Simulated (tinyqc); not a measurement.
Arrhenius fit: deep-level transient spectroscopy (DLTS) of one majority-carrier trap. Computed by tinyqc, a small Python program. Command: `OMP_NUM_THREADS=1 python tinyqc.py 3011992 3011993 out.jsonl dlts walk`. One thread of a shared host (Intel(R) Xeon(R) Processor @ 2.30GHz), about 0.06 s of CPU time with the checks.

A filling pulse loads the traps in a one-sided junction; under reverse bias they empty at the rate e, and the capacitance relaxes as C(t) = C_0 - dC exp(-e t). The signal is S = [C(t_2) - C(t_1)]/dC.

Inputs (values chosen for the exercise, with mass and screening modelled on CdS):

| quantity | value | unit |
|---|---|---|
| density-of-states mass m | 0.192 | m_0 |
| valleys M | 1 | - |
| trap depth E_t | 0.616 | eV |
| cross-section sigma_0 | 4e-17 | cm^2 |
| degeneracy ratio g | 2 | - |
| gate time t_1 | 0.0003 | s |
| ratio t_2/t_1 | 2.5 | - |
| dielectric constant eps | 8.7 | - |
| mean field F | 19000 | V/cm |

Carriers: electrons. Extra term: Poole-Frenkel lowering.

Constants: k_B = 8.617333262e-05 eV/K; k_B = 1.380649e-23 J/K; m_0 = 9.1093837015e-31 kg; h = 6.62607015e-34 J s; e = 1.602176634e-19 C; eps_0 = 8.8541878128e-12 F/m.

Method:
- e = g sigma v N_b exp(-E/k_B T), v = sqrt(3 k_B T/m), N_b = 2 M (2 pi m k_B T/h^2)^(3/2), sigma = sigma_0, E = E_t - dE with the one-dimensional Poole-Frenkel lowering dE = sqrt(e^3 F/(pi eps eps_0)), F being held as an input apart from the bias (the centre is charged when empty).
- S(e) = exp(-e t_1) - exp(-e t_2) peaks at the rate window e_0 = ln(t_2/t_1)/(t_2 - t_1).
- t_1 is scaled by 0.1, 0.3, 1, 3, 10 and 30 at fixed t_2/t_1; each T_p by bisection.
- Least squares of ln(e_0/T_p^2) on 1/(k_B T_p): slope -E_a, intercept ln(gamma sigma_a) with gamma = v N_b/T^2 = sqrt(3 k_B/m) 2 M (2 pi m k_B/h^2)^(3/2). For comparison, the slope of ln e_0 alone.

Arrhenius data:

| t_1 (s) | e_0 (1/s) | T_p (K) | 1/(k_B T_p) (1/eV) | ln(e_0/T_p^2) |
|---|---|---|---|---|
| 0.00003 | 2.03620e+04 | 504.748 | 22.9907 | -2.52669 |
| 0.00009 | 6.78734e+03 | 470.888 | 24.6439 | -3.48643 |
| 0.00030 | 2.03620e+03 | 438.380 | 26.4714 | -4.54733 |
| 0.00090 | 6.78734e+02 | 412.213 | 28.1517 | -5.52285 |
| 0.00300 | 2.03620e+02 | 386.741 | 30.0059 | -6.59925 |
| 0.00900 | 6.78734e+01 | 365.978 | 31.7082 | -7.58750 |

apparent depth E_a = 0.58053 eV

intercept = 10.820

gamma = 6.2524e+20 cm^-2 s^-1 K^-2

apparent cross-section = 8.0000e-17 cm^2

slope without T^2 = 0.65417 eV

What follows from these numbers?

The apparent depth is 0.5805 eV against E_t = 0.616 eV, and the apparent cross-section is 2.00 times sigma_0 (the degeneracy ratio): the field lowers the slope, so the depth must be extrapolated to zero field against sqrt(F). Leaving out the T^2 factor overstates the slope by 74 meV, about 2 k_B T_p.

Extremes, crossings and ranges named in words are read from the listed rows.
